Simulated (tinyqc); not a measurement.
Stretching all distances: RHF, UHF, MP2, CISD and CCSD against full CI in the sto-3g basis, for H6, spin multiplicity 1. Computed by the program tinyqc with PySCF. 

Geometry (angstrom):
```
atom       x       y       z
H     0.0000  0.0000  0.0000
H     0.0000  0.0000  0.7010
H     0.0000  0.0000  1.6370
H     0.0000  0.0000  2.3380
H     0.0000  0.0000  3.2750
H     0.0000  0.0000  3.9750
```

All coordinates are multiplied by the scale. c0^2 is the weight of the RHF determinant in the lowest singlet FCI state (UHF is spin-contaminated and may lie near states of higher spin) and n(LUMO) the first natural occupation beyond the occupied space.

Full CI energy (hartree) and errors against it (kcal/mol):
```
scale  distance 1-2 (angstrom)    E(FCI)      RHF     UHF      MP2    CISD   CCSD  <S^2> UHF   c0^2  n(LUMO)
0.860                    0.603  -3.09488   28.760  28.760    7.760   0.334  0.051      0.000  0.979    0.026
1.070                    0.750  -3.30416   38.522  38.522   12.256   0.814  0.080      0.000  0.964    0.041
1.270                    0.890  -3.31899   50.843  50.843   18.291   1.798  0.134      0.000  0.941    0.062
1.480                    1.037  -3.25865   68.155  68.155   27.130   3.909  0.227      0.000  0.904    0.093
1.680                    1.178  -3.17567   89.830  85.916   38.538   7.722  0.347      0.514  0.852    0.135
1.890                    1.325  -3.08587  118.719  86.842   54.001  14.670  0.480      1.344  0.779    0.196
2.100                    1.472  -3.00601  153.857  74.239   72.740  25.591  0.570      1.949  0.687    0.272
2.300                    1.612  -2.94439  192.241  57.614   92.563  40.013  0.559      2.339  0.591    0.356
2.510                    1.760  -2.89570  235.946  40.905  113.578  58.854  0.412      2.601  0.493    0.450
```

UHF parts from RHF first at scale 1.68 of those listed, where <S^2> leaves zero. The weight c0^2 goes from 0.98 to 0.49 and n(LUMO) from 0.03 to 0.45: static correlation grows as the bonds break into open-shell fragments. The spread of the error along the curve, which distorts its shape, is CCSD 0.5, UHF 58.1, CISD 58.5, MP2 105.8, RHF 207.2 kcal/mol.
